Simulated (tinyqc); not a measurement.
Limits against temperature: thermal and gravitational stress in a wafer during furnace and rapid thermal processing, and the onset of slip. Computed by tinyqc, a small Python program. Command: `OMP_NUM_THREADS=1 python tinyqc.py 3014530 3014531 out.jsonl slip walk`. One thread of a shared host (Intel(R) Xeon(R) Processor @ 2.30GHz), about 0.01 s of CPU time with the checks.

A thin free disc in plane stress, isotropic; T(r) = T_centre + dT (r/R)^n with n = 2. Stress is positive in tension; sigma_SB = 5.670374419e-8 W/(m^2 K^4), g = 9.80665 m/s^2.

Inputs (values chosen for the exercise, modelled on silicon): wafer radius R = 150 mm; thickness t = 775 micrometre; Young's modulus E = 158 GPa; expansion alpha = 4.15 1e-6/K; prefactor A of the critical stress = 0.00027 MPa; energy U of the critical stress = 1.06 eV; density rho = 2330 kg/m^3; heat capacity c = 945 J/(kg K); conductivity k = 27 W/(m K); wafer spacing s = 11 mm.

Constants: k_B = 8.617333262e-05 eV/K.

Method. Critical resolved stress tau_c = A exp(U/(k_B T)), a form chosen for the exercise; slip when 0.492799 |s_tt(R)| > tau_c; allowed |dT| = tau_c (n + 2)/(0.492799 n alpha E). In a stack heated from the rim, heat flows inward by conduction and by radiation between wafers: k_eff = k + (16/3) sigma_SB T^3 s^2/t (a diffusion estimate with the spacing as path length). A steady ramp gives the parabolic lag dT = rho c (ramp) R^2/(4 k_eff); the allowed ramp uses n = 2.

For the parabolic profile:
```
T (K)  tau_c (MPa)  allowed |dT| (K)  k_eff (W/(m K))  allowed ramp (K/min)
1050        33.048            204.55            81.66                80.917
1125        15.134             93.67            94.23                42.759
1200         7.641             47.30           108.59                24.880
1275         4.181             25.88           124.86                15.654
1350         2.446             15.14           143.17                10.502
1425         1.514              9.37           163.63                 7.430
1500         0.984              6.09           186.36                 5.496
```

What does the comparison show, and why?

From 1050 to 1500 K the allowed difference falls 34 times and the allowed ramp 15 times; radiation, which grows as T^3, gives back a factor 2.28. Ramps must slow as the wafer gets hotter.
